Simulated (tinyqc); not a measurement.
# Resonant-tunnelling diode, transfer matrices and Tsu-Esaki current: effects of single changes

Emitter (band edge 0), barrier d1, well Lw, barrier d2, spacer ds, collector (edge -V). The bias drops linearly over these layers and none in the contacts; each layer is cut into ns equal slices, flat at the value of their centres. E is the energy of motion across the layers, C = hbar^2/(2 m0), psi and psi'/m are continuous. Transport is coherent, T(E) is taken as independent of the transverse momentum, and charge in the well is ignored.

Inputs (values chosen for the exercise); masses and offsets of a made-up heterostructure: temperature T = 150 K; mass in the well, spacer and contacts mw = 0.044 m0; barrier height U1 = 0.72 eV; barrier mass m1 = 0.066 m0; emitter barrier d1 = 1.5 nm; well width Lw = 5.2 nm; collector barrier d2 = 1.5 nm; slices in each layer ns = 4; undoped spacer after the collector barrier ds = 2 nm; Fermi energy of both contacts above their band edges Ef = 0.12 eV; bias of the collector V = 0.13 V.

Constants: q = 1.602176634e-19 C, kB = 1.380649e-23 J/K, hbar = 1.054571817e-34 J s, m0 = 9.1093837015e-31 kg, Vt = kB T/q, hbar^2/(2 m0) = 0.0380998212 eV nm^2. Results are converted to the units shown.

Each table varies one quantity; the others keep the values above.

## Current against voltage

For the pair (psi, psi'/m) a flat layer has M = [[cos kd, (m/k) sin kd], [-(k/m) sin kd, cos kd]] with k = sqrt(m (E - U)/C) above its edge U, and M = [[cosh Kd, (m/K) sinh Kd], [(K/m) sinh Kd, cosh Kd]] with K = sqrt(m (U - E)/C) below it. Later slices stand to the left. With M acting on (psi, psi'/m) and v = k/m in each lead, T(E) = 4 vL vR/[(vL vR M12 - M21)^2 + (vR M11 + vL M22)^2]. J = J0 times the integral over E > 0 of T(E) N(E), N = ln[(1 + exp((Ef - E)/Vt))/(1 + exp((Ef - V - E)/Vt))], J0 = q^2 mw m0 kB T/(2 pi^2 hbar^3) (times 1e-4 for A/cm^2 per eV). The integral is converged to the digits shown.

Current against voltage:

| V (V) | J (kA/cm^2) |
|---|---|
| 0.033 | 107.7 |
| 0.079 | 265.5 |
| 0.125 | 441.3 |
| 0.171 | 596.5 |
| 0.217 | 690.1 |
| 0.263 | 671.9 |
| 0.309 | 421.9 |
| 0.354 | 114.9 |
| 0.4 | 68.95 |
| 0.446 | 54.73 |
| 0.492 | 49.12 |
| 0.538 | 47.49 |

What does the table show?

Among the rows the current peaks at 690 kA/cm^2 at V = 0.217 V and falls to 47.5 kA/cm^2 at 0.538 V, a ratio of 14.5 (it is still falling in the last row, so the valley lies there or beyond). At zero bias the resonance lies at 0.134 eV and the centre of the well takes the share 0.402 of the bias, so the level should reach the emitter band edge near V = 0.332 V; beyond that only the tail of the broadened level (width 13.2 meV at zero bias) and off-resonant tunnelling carry current. Without scattering and space charge the valley comes out far lower than in a real diode. In 3 of the 12 rows the bias alone exceeds 0.4 V, so electrons enter the collector far above its band edge, where real bands are no longer parabolic.

## Effect of the Fermi energy

Same model as above.

Er is the first maximum of T(E) at this bias.

Result of one run:

| Ef (eV) | N at Er = 0.0809 eV | J (kA/cm^2) |
|---|---|---|
| 0.076 | 0.5214 | 87.20 |

What becomes of these results when the Fermi energy of both contacts above their band edges Ef is changed from 0.076 to 0.094 eV, all else the same?

Result of the changed run:

| Ef (eV) | N at Er = 0.0809 eV | J (kA/cm^2) |
|---|---|---|
| 0.094 | 1.323 | 202.6 |

The whole series:

| Ef (eV) | N at Er = 0.0809 eV | J (kA/cm^2) |
|---|---|---|
| 0.02 | 0.008951 | 2.284 |
| 0.039 | 0.03836 | 8.657 |
| 0.057 | 0.1462 | 28.46 |
| 0.076 | 0.5214 | 87.20 |
| 0.094 | 1.323 | 202.6 |
| 0.113 | 2.563 | 383.3 |
| 0.131 | 3.894 | 586.8 |
| 0.149 | 5.265 | 804.8 |

J rises from 2.28 to 805 kA/cm^2, a factor of 352, while N at the resonance grows by 588. They differ because with Ef well below Er the tail of the resonance at lower energy carries a larger share.

Program tinyqc, `OMP_NUM_THREADS=1 python tinyqc.py 2600144 2600145 out.jsonl`; Intel Xeon 2.30GHz, shared host, one thread, about 0.2 s.
